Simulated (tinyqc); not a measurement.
# Chemical vapour deposition: Grove model, boundary layer, depletion and step coverage, step by step

A worked calculation. Computed by tinyqc, a small Python program that keeps every step. Command: `OMP_NUM_THREADS=1 python tinyqc.py 3025297 3025298 out.jsonl cvd walk`. One thread of a shared host (Intel(R) Xeon(R) Processor @ 2.30GHz), about 0.01 s of CPU time with the checks. Intermediate numbers are printed to about 6 digits and carried at full precision; extremes and crossings named in words are read from the listed rows.

A precursor diffuses to the surface and reacts there at first order; each molecule that reacts adds one formula unit of film.

Inputs (values chosen for the exercise, close to those used for epitaxial silicon from a chlorosilane):
```
quantity                                            value                unit
prefactor k0 of k_s                               1.2e+07                cm/s
activation energy E                                  1.83                  eV
temperature T                                        1090                   C
total pressure p                                       63                torr
mole fraction of the precursor Y                   0.0067                   -
gas diffusivity D0 at 273.15 K and 760 torr          0.54              cm^2/s
film density N                                      5e+22  formula units/cm^3
precursor mass M                                    135.5                   u
trench width w                                      0.098                  um
aspect ratio of the trench                             21                   -
gas velocity U                                         14                cm/s
kinematic viscosity nu0 at 273.15 K and 760 torr     0.65              cm^2/s
susceptor length L                                     36                  cm
channel height b                                      6.6                  cm
```

Reactor: horizontal, reduced pressure.

Constants: k_B = 1.380649e-23 J/K; u = 1.6605390666e-27 kg; k_B = 8.617333262e-05 eV/K.

## Gas-phase and surface constants

k_s = k0 exp(-E/(k_B T)); C_g = Y p/(k_B T), 1 torr = 133.322 Pa; D = D0 (T/273.15)^1.75 (760/p). Temperatures in kelvin are T(C) + 273.15. Mean speed c = sqrt(8 k_B T/(pi M)); reactive sticking probability beta = 4 k_s/c.

surface rate constant k_s = 2.05772 cm/s

precursor density C_g = 2.99013e+15 1/cm^3

gas diffusivity D = 108.547 cm^2/s

mean speed c = 46151.9 cm/s

sticking probability beta = 1.78343e-04

## Boundary layer

nu = nu0 (T/273.15)^1.75 (760/p); Re = U L/nu; mean boundary layer delta = (2/3) L/sqrt(Re), at most b/2; h_g = D/delta.

Reynolds number Re = 3.85740

boundary layer delta = 3.3 cm

mass-transfer coefficient h_g = 32.8929 cm/s

Caution: the boundary layer is capped at b/2, so U, L and nu no longer affect h_g.

## Growth rate at the inlet

Fluxes in series: C_s = C_g/(1 + k_s/h_g); growth rate G = k_s h_g/(k_s + h_g) C_g/N; 1 cm/s = 6e8 nm/min.

ratio k_s/h_g = 0.0625581

C_s/C_g = 0.941125

growth rate G at the inlet = 69.4872 nm/min

The surface reaction limits the rate, so temperature must be uniform.

## Depletion along the susceptor

Plug flow: U b dC/dx = -k_eff C with k_eff = k_s h_g/(k_s + h_g), so C falls as exp(-k_eff x/(U b)); the used share of the precursor is 1 - C(L)/C(0).

k_eff = 1.93657 cm/s

depletion length = 47.7132 cm

rate at the outlet over rate at the inlet = 0.470242

rate at the outlet = 32.6758 nm/min

53.0 % of the precursor is used.

## Reaction control against transport control

The formulas are those given above.

Rates:
```
T (C)  k_s (cm/s)  h_g (cm/s)  G (nm/min)  reaction limit (nm/min)  transport limit (nm/min)
890        0.1413     24.9180       5.907                    5.940                   1047.83
940        0.2998     26.8226      11.954                   12.087                   1081.44
990        0.5995     28.7870      22.739                   23.212                   1114.70
1040       1.1370     30.8106      40.844                   42.352                   1147.63
1090       2.0577     32.8929      69.487                   73.834                   1180.25
1140       3.5709     35.0332     112.162                  123.595                   1212.57
1190       5.9676     37.2311     171.933                  199.492                   1244.61
1240       9.6402     39.4861     250.466                  311.615                   1276.37
1290      15.1025     41.7977     347.137                  472.565                   1307.88
```

The apparent activation energy of G is 1.71 eV between the first rows and 1.33 eV between the last, against E = 1.83 eV. k_s stays below h_g, but mixed control begins at the hot end, which lowers the slope there. In the reaction limit the slope is E - k_B T, because C_g falls as 1/T; any further lowering comes from transport.

## Step coverage in a trench

In a long trench of width w and depth l = aspect ratio x w: Knudsen diffusivity D_K = (2w) c/3 (hydraulic diameter 2w), combined as 1/D_e = 1/D_K + 1/D; D_e d2C/dz2 = 2 k_s C/w with D_e dC/dz = -k_s C at the floor. With m = sqrt(2 k_s/(w D_e)): C(floor)/C(top) = 1/[cosh(m l) + (k_s/(D_e m)) sinh(m l)].

Knudsen diffusivity D_K = 0.301526 cm^2/s

effective diffusivity D_e = 0.300690 cm^2/s

modulus m l = 0.243209

step coverage = 0.969797

Wall collisions limit transport in the trench; then m l = aspect ratio x sqrt(3 beta)/2, 0.2429, whatever the width. Coverage is nearly conformal. Caution: the hydraulic-diameter form of D_K is rough for a slit.

Checks made by the program: step coverage against a numerical boundary-value solution (relative difference below 1e-10).
